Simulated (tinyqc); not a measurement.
Inside a calculation. Method: Hubbard chain of 4 sites. Computed by tinyqc, a small Python program that keeps every step. Settings: hopping = 1.71, U = 6.8, mixing = 1, iteration cap = 69. Command: `OMP_NUM_THREADS=1 python tinyqc.py 20675 20676 out.jsonl` (the two numbers bound the seeds that draw the settings). One thread of a shared host (Intel(R) Xeon(R) Processor @ 2.60GHz), about 0.2 s of CPU time with the checks. Later iterations appear only in the table of the cycle.

## Mean-field iteration 1

one-body matrix (hopping and site energies) (eV):
```
           1          2          3          4
1   0.220000  -1.710000   0.000000   0.000000
2  -1.710000   0.540000  -1.710000   0.000000
3   0.000000  -1.710000   0.760000  -1.710000
4   0.000000   0.000000  -1.710000   0.910000
```

U = 6.800000 eV

electrons, up and down: 2  1

mixing = 1

n(up) at the start (a guess, not normalised): 1 0.950000, 2 0.050000, 3 0.950000, 4 0.050000

n(down) at the start (a guess): 1 0.000000, 2 0.700000, 3 0.000000, 4 0.700000

H(up) = T + U n(down), H(down) = T + U n(up); fill the lowest levels; n(new) = n + mixing (n(out) - n); E = tr T (rho up + rho down) + U sum n_up n_down of the output.

levels, up (eV): -0.713307  0.221655  5.744276  6.697377

levels, down (eV): -0.113836  0.983597  6.973713  8.186526

energy = -1.206843 eV

n(up) after iteration 1: 1 0.928884, 2 0.135179, 3 0.861345, 4 0.074591

n(down) after iteration 1: 1 0.047187, 2 0.744831, 3 0.080862, 4 0.127120

## Mean-field iteration 2

As before.

levels, up (eV): -0.657516  0.219172  2.977163  6.691181

levels, down (eV): 0.242234  1.219810  6.767037  7.800919

energy = -1.521979 eV

n(up) after iteration 2: 1 0.907037, 2 0.120452, 3 0.594146, 4 0.378365

n(down) after iteration 2: 1 0.044000, 2 0.596133, 3 0.115416, 4 0.244450

## Mean-field iteration 3

As before.

levels, up (eV): -0.568391  0.381615  3.460829  5.955947

levels, down (eV): 0.123920  2.658192  6.107208  7.140679

energy = -1.737122 eV

n(up) after iteration 3: 1 0.889639, 2 0.164862, 3 0.653285, 4 0.292214

n(down) after iteration 3: 1 0.056087, 2 0.752594, 3 0.151941, 4 0.039378

## Convergence

Each step fills the lowest levels of T + U n(other spin) and sets n(new) = n + mixing (n(out) - n); stop when output and input agree to 1e-8.

Course of the cycle:
```
iteration       E (eV)  largest |n(out) - n(in)|  mean |n_up - n_down|
1          -1.20684334                  5.73e-01              0.581090
2          -1.52197870                  3.04e-01              0.487840
3          -1.73712199                  2.05e-01              0.543866
4          -1.90177603                  2.43e-01              0.548594
5          -1.96463357                  4.70e-02              0.544998
6          -1.98581948                  8.68e-02              0.548050
7          -1.99410307                  3.58e-02              0.533921
8          -1.99806916                  3.36e-02              0.533038
9          -2.00022937                  2.12e-02              0.523524
10         -2.00144655                  1.72e-02              0.522511
11         -2.00216082                  1.27e-02              0.516669
...                ...                       ...                   ...
59         -2.00324762                  1.78e-07              0.505204
60         -2.00324762                  1.32e-07              0.505204
61         -2.00324762                  1.12e-07              0.505204
62         -2.00324762                  8.31e-08              0.505204
63         -2.00324762                  7.08e-08              0.505204
64         -2.00324762                  5.23e-08              0.505204
65         -2.00324762                  4.46e-08              0.505204
66         -2.00324762                  3.30e-08              0.505204
67         -2.00324762                  2.81e-08              0.505204
68         -2.00324762                  2.08e-08              0.505204
69         -2.00324762                  1.77e-08              0.505204
```

Not converged within 69 iterations: the residual falls steadily but slowly, by a factor of about 0.80 a step. The lowest mean-field energy found from random starts is -2.00325 eV. Reruns (cap 100 unless said): mixing 0.2: not converged; mixing 0.5: not converged; mixing 0.9: converged in 77 (E = -2.00325); the original settings with a cap of 400: converged in 72 (E = -2.00325).

## Exact diagonalisation (24 states)

Lowest levels of the sector, and the double occupancy of the lowest state.

lowest levels (eV): -2.701456  -1.634296  -0.986782  -0.552532  0.292064  0.784609

double occupancy per site = 0.041402

## The lowest level by Lanczos steps

From a random start vector (not printed): a_j = <q_j|H|q_j>, b_j = norm of the remainder after orthogonalising; the Ritz value is the lowest eigenvalue of the tridiagonal matrix of a and b so far.

Lanczos:
```
j   a_j (eV)  b_j (eV)  lowest Ritz value (eV)
1   2.293264  4.880693              2.29326377
2   5.239135  4.098289             -1.33190871
3   4.210884  3.182165             -2.39073427
4   6.530057  4.000189             -2.59020810
5   5.469197  4.463768             -2.65301644
6   6.258752  3.329079             -2.68690404
7   6.441775  3.905830             -2.69563833
8   4.641939  3.448897             -2.69911388
9   5.882053  4.406759             -2.70035667
10  5.898209  3.461677             -2.70104645
```
